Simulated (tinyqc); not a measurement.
Debye-Callaway model of lattice thermal conductivity: one step, computed by the program tinyqc.

Three acoustic branches with one velocity v, cut at omega_D = k_B Theta/hbar; x = hbar omega/(k_B T). v and Theta are separate inputs: Theta cuts off the heat-carrying modes, so C need not reach 3 k_B/V. gamma is an effective value that sets the umklapp rate.

Question. Scattering rates at one frequency. Rates: point defects A omega^4; umklapp B omega^2 T exp(-Theta/(b T)) with B = hbar gamma^2/(M v^2 Theta); normal processes f_N B omega^2 T (T/Theta)^2. Boundaries: v/L. The resistive time is tau_R = 1/(boundary + point-defect + umklapp rates), and the free path is v tau_R.

Inputs (values chosen for the exercise, modelled on indium phosphide):
```
quantity                              value        unit
sound velocity v                       3520         m/s
Debye temperature Theta                 327           K
mean atomic mass M                     72.9           u
effective Grueneisen parameter gamma   1.56           -
umklapp exponent divisor b                3           -
Casimir length L                         80  micrometre
normal-process factor f_N              0.82           -
temperature T                            20           K
probe frequency omega/omega_D          0.87           -
```

Sample: crystal. Point defects: vacancies. Normal processes: included.

Rayleigh coefficient A = 3.199012e-43 s^3

Constants: k_B = 1.380649e-23 J/K; hbar = 1.054571817e-34 J s; u = 1.6605390666e-27 kg.

Give: omega; Rates; tau_R; free path.

Answer.

omega = 3.725e+13 rad/s

Rates:
```
process        rate (1/s)  rate x tau_R
boundaries       4.40e+07     7.146e-05
point defects   6.156e+11        0.9998
umklapp         6.237e+07     1.013e-04
normal          4.453e+07     7.232e-05
```

tau_R = 1.624e-12 s

free path = 5.717 nm

The strongest resistive process at this frequency: point defects, 100 % of the resistive rate.
